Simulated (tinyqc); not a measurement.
# Changing the liner thickness t

Model: size effects in the resistivity of thin metal films and interconnect lines. Computed by tinyqc, a small Python program. Command: `OMP_NUM_THREADS=1 python tinyqc.py 3020925 3020926 out.jsonl size sweep`. One thread of a shared host (Intel(R) Xeon(R) Processor @ 2.30GHz), about 0.01 s of CPU time with the checks.

Electrons lose their drift at surfaces (a share 1 - p of the hits) and at grain boundaries (reflection R), besides bulk scattering. The line sits in a trench with a non-conducting liner on both walls and the bottom; the spacing equals the drawn width.

Inputs (values chosen for the exercise, modelled on iridium):

| quantity | value | unit |
|---|---|---|
| bulk resistivity rho_b | 5.07 | microohm cm |
| bulk mean free path lambda | 7.05 | nm |
| specularity p | 0 | - |
| grain-boundary reflection R | 0.51 | - |
| drawn line width w | 50 | nm |
| grain size over metal width | 3 | - |
| aspect ratio (height over width) | 1.2 | - |
| line length | 200 | micrometre |
| permittivity of the dielectric k | 2.4 | - |

Geometry: line.

Constants: eps_0 = 8.8541878128e-12 F/m.

Method:
- Metal width w_m = w - 2t, height h_m = (aspect ratio) w - t, grain size D = (ratio) w_m.
- Mayadas-Shatzkes: alpha = (lambda/D) R/(1 - R); rho_b/rho = 1 - 3 alpha/2 + 3 alpha^2 - 3 alpha^3 ln(1 + 1/alpha).
- Fuchs-Sondheimer film: rho_b/rho = 1 - (3/(2 kappa))(1 - p) int_0^1 (s - s^3)(1 - exp(-kappa/s))/(1 - p exp(-kappa/s)) ds, f = rho/rho_b, kappa = thickness/lambda, 80 Gauss-Legendre points.
- Line: the excess of a film of thickness w_m and of a film of thickness h_m are added, rho/rho_b = 1 + (f(w_m) - 1) + (f(h_m) - 1), an estimate that holds best when both sides exceed lambda.
- Total: rho = rho_b [1 + surface excess + grain excess]; resistance per length rho/(w_m h_m); capacitance per length C = 2 k eps_0 (aspect ratio + 1/2), a parallel-plate estimate for two neighbours plus a fixed term for the planes above and below; delay 0.38 R C L^2; effective resistivity per drawn area.

One run for each value:

| liner thickness t (nm) | resistance per length (ohm/micrometre) | share of the trench filled by metal (%) | resistivity rho (microohm cm) |
|---|---|---|---|
| 0.20 | 20.089 | 98.869 | 5.9585 |
| 0.74 | 20.783 | 95.843 | 5.9756 |
| 1.30 | 21.543 | 92.746 | 5.9940 |
| 1.80 | 22.260 | 90.016 | 6.0112 |
| 2.40 | 23.172 | 86.784 | 6.0328 |
| 2.90 | 23.978 | 84.127 | 6.0516 |
| 3.50 | 25.006 | 80.983 | 6.0753 |
| 4.00 | 25.918 | 78.400 | 6.0960 |

Describe and explain the trends.

Over the rows, resistance per length (ohm/micrometre) rises from 20.1 to 25.9 (exponent d ln y / d ln x 0.026 between the first rows and 0.27 between the last); share of the trench filled by metal (%) falls from 98.9 to 78.4 (exponent d ln y / d ln x -0.024 between the first rows and -0.24 between the last); resistivity rho (microohm cm) rises from 5.96 to 6.10 (exponent d ln y / d ln x 0.0022 between the first rows and 0.025 between the last). A thicker liner costs twice: less area, and a narrower core with more surface and grain scattering.

Extremes, crossings and ranges named in words are read from the listed rows.
